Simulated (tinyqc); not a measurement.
Localisation in a chain with random site energies (transfer matrices): one step. The product of transfer matrices. Five cases, with inputs chosen for the exercise.

Question. Multiply site by site and give T for each length.

Hopping -t; leads with site energy 0, E = -2t cos(ka). psi_(j+1) = ((e_j - E)/t) psi_j - psi_(j-1), a product of matrices M_j = [[(e_j - E)/t, -1], [1, 0]]. For M = M_N ... M_1 the transmission is T = 4 sin^2(ka)/|M21 - M12 + M22 exp(ika) - M11 exp(-ika)|^2. Long samples draw e_j = W (x_j/2147483647 - 1/2) from x_j = 16807 x_(j-1) mod 2147483647, starting at x0. The localisation length xi, in sites, is defined by ln T = -2N/xi on average; weak disorder gives xi = 24 (4t^2 - E^2)/W^2, and the mean free path for backscattering is xi/2.

Give: Running product.

Case 1.

Values chosen:
- t = 1.05 eV (hopping)
- E = -0.34 eV (energy)
- e = (0.32, 0.93, 0.28, 0.63, -0.84, -0.93, 0.83) eV (site energies of the short sample)

Answer.

Running product:

| j | (e_j - E)/t | M11 | M12 | M21 | M22 | T |
|---|---|---|---|---|---|---|
| 1 | 0.6286 | 0.6286 | -1.0000 | 1.0000 | 0.0000 | 0.9767 |
| 2 | 1.2095 | -0.2397 | -1.2095 | 0.6286 | -1.0000 | 0.8777 |
| 3 | 0.5905 | -0.7701 | 0.2858 | -0.2397 | -1.2095 | 0.9336 |
| 4 | 0.9238 | -0.4717 | 1.4736 | -0.7701 | 0.2858 | 0.8594 |
| 5 | -0.4762 | 0.9948 | -0.9875 | -0.4717 | 1.4736 | 0.6198 |
| 6 | -0.5619 | -0.0872 | -0.9187 | 0.9948 | -0.9875 | 0.9166 |
| 7 | 1.1143 | -1.0920 | -0.0362 | -0.0872 | -0.9187 | 0.9893 |

T is 0.9893 for the whole sample and does not fall steadily (it rises at j = 3, 6 and 7): reflected waves interfere. The determinant of M stays 1.

Case 2.

Values chosen:
- t = 1.99 eV (hopping)
- E = -2.08 eV (energy)
- e = (-0.22, 0.37, 0.44, 1.19, 0.5, 1.12, -0.15, 0.23, 0.89) eV (site energies of the short sample)

Answer.

Running product:

| j | (e_j - E)/t | M11 | M12 | M21 | M22 | T |
|---|---|---|---|---|---|---|
| 1 | 0.9347 | 0.9347 | -1.0000 | 1.0000 | 0.0000 | 0.9958 |
| 2 | 1.2312 | 0.1507 | -1.2312 | 0.9347 | -1.0000 | 0.9784 |
| 3 | 1.2663 | -0.7438 | -0.5591 | 0.1507 | -1.2312 | 0.9557 |
| 4 | 1.6432 | -1.3730 | 0.3125 | -0.7438 | -0.5591 | 0.9345 |
| 5 | 1.2965 | -1.0362 | 0.9642 | -1.3730 | 0.3125 | 0.9548 |
| 6 | 1.6080 | -0.2933 | 1.2380 | -1.0362 | 0.9642 | 0.9883 |
| 7 | 0.9698 | 0.7517 | 0.2364 | -0.2933 | 1.2380 | 0.9844 |
| 8 | 1.1608 | 1.1659 | -0.9635 | 0.7517 | 0.2364 | 0.9885 |
| 9 | 1.4925 | 0.9884 | -1.6745 | 1.1659 | -0.9635 | 0.8773 |

T is 0.8773 for the whole sample and does not fall steadily (it rises at j = 5, 6 and 8): reflected waves interfere. The determinant of M stays 1.

Case 3.

Values chosen:
- t = 1.05 eV (hopping)
- E = -1.67 eV (energy)
- e = (-1.16, 0.44, 0.8, -0.65, 0.91, 0.1, -1.07) eV (site energies of the short sample)

Answer.

Running product:

| j | (e_j - E)/t | M11 | M12 | M21 | M22 | T |
|---|---|---|---|---|---|---|
| 1 | 0.4857 | 0.4857 | -1.0000 | 1.0000 | 0.0000 | 0.5464 |
| 2 | 2.0095 | -0.0239 | -2.0095 | 0.4857 | -1.0000 | 0.4402 |
| 3 | 2.3524 | -0.5420 | -3.7272 | -0.0239 | -2.0095 | 0.1666 |
| 4 | 0.9714 | -0.5026 | -1.6112 | -0.5420 | -3.7272 | 0.1669 |
| 5 | 2.4571 | -0.6929 | -0.2317 | -0.5026 | -1.6112 | 0.4978 |
| 6 | 1.6857 | -0.6655 | 1.2206 | -0.6929 | -0.2317 | 0.5335 |
| 7 | 0.5714 | 0.3127 | 0.9292 | -0.6655 | 1.2206 | 0.9045 |

T is 0.9045 for the whole sample and does not fall steadily (it rises at j = 4, 5, 6 and 7): reflected waves interfere. The determinant of M stays 1.

Case 4.

Values chosen:
- t = 1.29 eV (hopping)
- E = -0.84 eV (energy)
- e = (-0.06, -0.58, -0.12, 0.35, -0.65, 0.62, -0.28, -0.1) eV (site energies of the short sample)

Answer.

Running product:

| j | (e_j - E)/t | M11 | M12 | M21 | M22 | T |
|---|---|---|---|---|---|---|
| 1 | 0.6047 | 0.6047 | -1.0000 | 1.0000 | 0.0000 | 0.9994 |
| 2 | 0.2016 | -0.8781 | -0.2016 | 0.6047 | -1.0000 | 0.9559 |
| 3 | 0.5581 | -1.0948 | 0.8875 | -0.8781 | -0.2016 | 0.9724 |
| 4 | 0.9225 | -0.1318 | 1.0203 | -1.0948 | 0.8875 | 0.9690 |
| 5 | 0.1473 | 1.0754 | -0.7372 | -0.1318 | 1.0203 | 0.8372 |
| 6 | 1.1318 | 1.3489 | -1.8546 | 1.0754 | -0.7372 | 0.6621 |
| 7 | 0.4341 | -0.4898 | -0.0679 | 1.3489 | -1.8546 | 0.6103 |
| 8 | 0.5736 | -1.6298 | 1.8157 | -0.4898 | -0.0679 | 0.6159 |

T is 0.6159 for the whole sample and does not fall steadily (it rises at j = 3 and 8): reflected waves interfere. The determinant of M stays 1.

Case 5.

Values chosen:
- t = 1.21 eV (hopping)
- E = -0.75 eV (energy)
- e = (0.84, 0.69, -0.6, -0.99, -0.84, 0.45, -0.57, 0.97, -0.15, 0.68) eV (site energies of the short sample)

Answer.

Running product:

| j | (e_j - E)/t | M11 | M12 | M21 | M22 | T |
|---|---|---|---|---|---|---|
| 1 | 1.3140 | 1.3140 | -1.0000 | 1.0000 | 0.0000 | 0.8824 |
| 2 | 1.1901 | 0.5638 | -1.1901 | 1.3140 | -1.0000 | 0.8507 |
| 3 | 0.1240 | -1.2442 | 0.8525 | 0.5638 | -1.1901 | 0.6659 |
| 4 | -0.1983 | -0.3171 | 1.0210 | -1.2442 | 0.8525 | 0.9321 |
| 5 | -0.0744 | 1.2677 | -0.9284 | -0.3171 | 1.0210 | 0.7201 |
| 6 | 0.9917 | 1.5743 | -1.9417 | 1.2677 | -0.9284 | 0.5739 |
| 7 | 0.1488 | -1.0335 | 0.6396 | 1.5743 | -1.9417 | 0.4290 |
| 8 | 1.4215 | -3.0435 | 2.8509 | -1.0335 | 0.6396 | 0.2836 |
| 9 | 0.4959 | -0.4756 | 0.7741 | -3.0435 | 2.8509 | 0.2811 |
| 10 | 1.1818 | 2.4814 | -1.9360 | -0.4756 | 0.7741 | 0.3461 |

T is 0.3461 for the whole sample and does not fall steadily (it rises at j = 4 and 10): reflected waves interfere. The determinant of M stays 1.

Computed by tinyqc, one run a case: `OMP_NUM_THREADS=1 python tinyqc.py N N+1 out.jsonl` with N = 1480058, 1480252, 1480295, 1480570, 1480678; one thread of a shared Intel(R) Xeon(R) Processor @ 2.30GHz, about 0.08 s a run at most.
